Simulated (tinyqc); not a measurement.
Ways to converge the cycle: SCF convergence aids in the sto-3g basis, for H2, spin multiplicity 1. Computed by the program tinyqc with PySCF. RHF with one setting changed at a time; a run stops when the energy changes by less than 1e-09 hartree and the error matrix is below 1e-5. The start is random orbitals. Damping d keeps d of the old density; a shift (hartree) raises the virtual levels; DIIS n extrapolates F over n matrices.

Geometry (angstrom):

| atom | x | y | z |
|---|---|---|---|
| H | 0.0000 | 0.0000 | 0.0000 |
| H | 0.0000 | 0.0000 | 0.8030 |

lowest restricted solution found by these runs and by PySCF = -1.110427 hartree

Largest element of the error matrix X^T (FDS - SDF) X:

| iteration | plain | damping 0.3 | damping 0.6 | shift 0.4 | DIIS 3 | DIIS 8 |
|---|---|---|---|---|---|---|
| 1 | 7.8e-01 | 7.8e-01 | 7.8e-01 | 7.8e-01 | 7.8e-01 | 7.8e-01 |
| 2 | 1.2e-01 | 3.6e-01 | 5.7e-01 | 4.6e-01 | 1.2e-01 | 1.2e-01 |
| 3 | 1.0e-02 | 1.4e-01 | 3.9e-01 | 1.6e-01 | 3.5e-03 | 3.5e-03 |
| 4 | 8.5e-04 | 5.1e-02 | 2.6e-01 | 5.1e-02 | 1.4e-03 | 1.4e-03 |
| 5 | 7.2e-05 | 1.8e-02 | 1.7e-01 | 1.6e-02 | 4.1e-07 | 8.8e-04 |
| 6 | 6.1e-06 | 6.6e-03 | 1.1e-01 | 5.2e-03 | 6.7e-11 | 6.4e-04 |
| 8 | - | 8.6e-04 | 4.4e-02 | 5.3e-04 | - | 4.1e-04 |
| 10 | - | 1.1e-04 | 1.8e-02 | 5.4e-05 | - | 1.9e-07 |
| 14 | - | 1.8e-06 | 2.8e-03 | - | - | - |
| 20 | - | - | 1.8e-04 | - | - | - |
| 30 | - | - | 1.9e-06 | - | - | - |

How each run ends:

| run | iterations | E (hartree) | state |
|---|---|---|---|
| plain | 7 | -1.11043 | lowest found |
| damping 0.3 | 19 | -1.11043 | lowest found |
| damping 0.6 | 41 | -1.11043 | lowest found |
| shift 0.4 | 12 | -1.11043 | lowest found |
| DIIS 3 | 6 | -1.11043 | lowest found |
| DIIS 8 | 11 | -1.11043 | lowest found |

What does the comparison show, and why?

6 of 6 runs reach the lowest restricted solution found, in 6 to 41 iterations (fastest: DIIS 3). Plain steps already contract here, so damping only slows them. DIIS 3 gains by cancelling the error over several earlier matrices, much as a quasi-Newton step does. DIIS minimises the error, not the energy, so it can stall or settle near a saddle, and its small system turns near-singular when few rotations are active.
